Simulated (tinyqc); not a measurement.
Order-disorder in a binary alloy on two sublattices: Bragg-Williams and pair (quasi-chemical) approximations: one step, computed by the program tinyqc.

All z = 8 neighbours of a site lie on the other sublattice. B fills the sublattices with x + eta/2 and x - eta/2; energies are per site, from the pure components: u = -z w y with y the probability of an A-B bond taken in one order.

Task: Critical temperatures. Bragg-Williams: k_B T_c = 2 z w x (1 - x). Pair approximation at x = 1/2: k_B T_c = w/ln(z/(z - 2)).

Inputs (values chosen for the exercise, for a model alloy): ordering energy w = (e_AA + e_BB)/2 - e_AB = 59.9 meV; fraction x of B = 0.5.

Lattice: bcc (B2 order, z = 8).

Constants: k_B = 8.617333262e-05 eV/K.

Give: T_c, Bragg-Williams; T_c, pair approximation at x = 1/2.

Result:

T_c, Bragg-Williams = 2780 K

T_c, pair approximation at x = 1/2 = 2416 K

At x = 1/2 the pair value is 0.869 of the Bragg-Williams one; the ratio tends to 1 as z grows.
